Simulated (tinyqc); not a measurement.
# Bandgap voltage reference from two bipolar transistors: output against temperature

Two transistors of area 1 and N carry the same current I. Is(T) = Is (T/T0)^eta exp[(Vg0 q/kB)(1/T0 - 1/T)], VBE1 = Vt ln(I/Is(T)) + I rb, VBE2 = Vt ln(I/(N Is(T))) + I rb/N. The amplifier forces I R1(T) = VBE1 - VBE2 + Vos, with R(T) = R (1 + tc (T - T0)) for both resistors, and the output is Vref = VBE1 + I R2(T). Base currents and the Early effect are neglected.

Vt = kB T/q; I = (Vt ln N + Vos)/(R1(T) - rb (1 - 1/N)).

Inputs (values chosen for the exercise); values of the order met in silicon bipolar transistors:
- T0 = 298 K (reference temperature)
- Vg0 = 1.164 V (band-gap voltage extrapolated to 0 K)
- eta = 3.3 (temperature exponent of the saturation current)
- Is = 3.6e-17 A (saturation current of the unit transistor at T0)
- N = 10 (area ratio of the second transistor)
- R1 = 4.7 kohm (resistor across which the difference of VBE falls, at T0)
- tc = 0 ppm/K (temperature coefficient of both resistors)
- Vos = 0 mV (offset of the amplifier)
- rb = 15 ohm (series resistance of the unit transistor)
- R2 = 43.68 kohm (output resistor at T0)

Constants: q = 1.602176634e-19 C, kB = 1.380649e-23 J/K. Results are converted to the units shown.

Results:
```
T (K)	I (uA)	VBE1 (V)	I R2 (V)	Vref (V)	Vref - Vref(T0) (mV)	dVref/dT (uV/K)
218	9.230	0.8255	0.4032	1.229	-5.267	98.42
233	9.865	0.7991	0.4309	1.230	-3.890	85.24
253	10.71	0.7637	0.4679	1.232	-2.351	68.91
298	12.62	0.6828	0.5511	1.234	0	36.47
323	13.68	0.6373	0.5973	1.235	0.7094	20.50
348	14.73	0.5914	0.6436	1.235	1.035	5.725
373	15.79	0.5451	0.6898	1.235	1.004	-8.025
398	16.85	0.4985	0.7360	1.235	0.6411	-20.88
423	17.91	0.4516	0.7823	1.234	-0.03339	-32.96
```

Estimate the missing row, T = 273 K.

Computed row:
```
T (K)	I (uA)	VBE1 (V)	I R2 (V)	Vref (V)	Vref - Vref(T0) (mV)	dVref/dT (uV/K)
273	11.56	0.7279	0.5049	1.233	-1.126	53.83
```

With this row back in the table: VBE1 falls by 1.82 mV/K on average and I R2 rises by 1.85 mV/K. The slope of Vref vanishes at T = 358 K. Between 233 and 398 K Vref spans 4.95 mV, or 24.3 ppm/K by the box method (span over the average over T, over 165 K).

Numbers from tinyqc (`OMP_NUM_THREADS=1 python tinyqc.py 2062135 2062136 out.jsonl`; about 0.03 s on one thread of a shared Intel Xeon 2.30GHz).
